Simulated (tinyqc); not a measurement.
From results back to parameters: six-band Luttinger-Kohn model with strain. Two cases, with inputs chosen for the exercise.

Problem. A layer on a (001) face has exx = eyy = e_par and ezz = -2 (C12/C11) e_par. Its valence edges are E(HH) = -P - Q and E(LH), E(SO) = -P + (Q - Dso +/- sqrt(Dso^2 + 2 Dso Q + 9 Q^2))/2 with P = -av tr(e), Q = -(b/2)(exx + eyy - 2 ezz), counted from the unstrained top.

Find: ezz; P; Q; av; b.

Method. The three edges add up to -3 P - Dso, which gives P; E(HH) then gives Q; av = -P/tr(e) and b = -Q/(e_par - ezz).

Case 1.

Values chosen (near those of Ge; the results hold for these values, not for the real material): Dso = 0.296 eV (spin-orbit splitting); C11 = 134.3 GPa; C12 = 48.1 GPa; e_par = 0.013 (in-plane strain of a (001) layer).

E(HH), E(LH), E(SO) (eV): -0.0396018  0.0973553  -0.2951786

Solution.

ezz = -0.009312
P = -0.01952 eV
Q = 0.05913 eV
av = 1.17 eV
b = -2.65 eV

Case 2.

Values chosen (near those of Si; the results hold for these values, not for the real material): Dso = 0.043 eV (spin-orbit splitting); C11 = 164.1 GPa; C12 = 64.8 GPa; e_par = 0.0146 (in-plane strain of a (001) layer).

E(HH), E(LH), E(SO) (eV): -0.0129750  0.1442281  -0.0438523

Solution.

ezz = -0.011531
P = -0.04347 eV
Q = 0.05644 eV
av = 2.46 eV
b = -2.16 eV

Computed by tinyqc, one run a case: `OMP_NUM_THREADS=1 python tinyqc.py N N+1 out.jsonl` with N = 1080556, 1080568; one thread of a shared Intel(R) Xeon(R) Processor @ 2.30GHz, about 0.09 s a run at most.
